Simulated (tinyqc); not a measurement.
Junctionless gate-all-around wire, depletion approximation: one step of the calculation.

A uniformly doped n-type wire of radius R under a surrounding gate; long channel. Below flat band a shell from radius rc to R is fully depleted and the neutral core, at channel potential V (0 at the source, Vd at the drain), carries the current with constant mobility; s = (rc/R)^2 is the share of the cross-section that conducts. The edge of the depleted shell is taken as abrupt, so there is no subthreshold current.

Question. Conducting share at the source by Newton steps. With V = 0: f = A (1 - s + s ln s) + B (1 - s) - (Vfb - Vg); f' = A ln s - B; s(new) = s - f/f'.

Parameters, values chosen for the exercise: flat-band voltage Vfb = 0.63 V; gate voltage Vg = 0.52 V.

s after iteration 1 = 0.52814187
A = 0.21067757 V
B = 0.25545032 V

Find: f; f'; s after iteration 2.

Answer.

f = 0.038914 V
f' = -0.38994 V
s after iteration 2 = 0.62794

Program tinyqc, `OMP_NUM_THREADS=1 python tinyqc.py 2460093 2460094 out.jsonl`; Intel Xeon 2.30GHz, shared host, one thread, about 0.01 s.
